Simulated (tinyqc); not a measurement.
ESD clamp with bipolar snapback, compact model and design window: one step of the calculation.

The drain junction multiplies the current that enters it: Igen = (M - 1)(Ic + I0), M = 1/(1 - (Vj/BV)^n). The generated holes leave through the substrate resistance and the base of the parasitic npn: Igen = Vb/Rb + Ic/be, Ic = Is exp(Vb/Vt). Terminal current I = Ic + I0 + Igen and voltage V = Vj + I Ro, per width. Isothermal, constant gain.

Task. Base voltage at the failure current. I(Vb) = Ic (1 + 1/be) + I0 + Vb/Rb, I' = Ic (1 + 1/be)/Vt + 1/Rb; Newton steps on ln I: Vb(new) = Vb - ln(I/It2) I/I'. V follows from the introduction.

Inputs (values chosen for the exercise); values close to those of grounded-gate n-channel clamps: temperature T = 300 K; junction breakdown voltage BV = 6.6 V; exponent of the multiplication n = 4.8; current gain of the parasitic npn be = 3.9; saturation current Is = 3.6e-17 A/um; junction leakage I0 = 2.7e-12 A/um; substrate resistance Rb = 20000 ohm um; drain ballast and contact resistance Ro = 160 ohm um; failure current for 100 ns It2 = 6.6 mA/um.

Constants: q = 1.602176634e-19 C, kB = 1.380649e-23 J/K, Vt = kB T/q. Results are converted to the units shown.

Vb after iteration 1 = 0.87705016 V

Give: I; V; I'; Vb after iteration 2.

Result.

I = 24.55 mA/um
V = 8.674 V
I' = 947.9 mS/um
Vb after iteration 2 = 0.8430 V

tinyqc, about 0.01 s, one thread, Intel Xeon 2.30GHz (shared host): `OMP_NUM_THREADS=1 python tinyqc.py 2670039 2670040 out.jsonl`
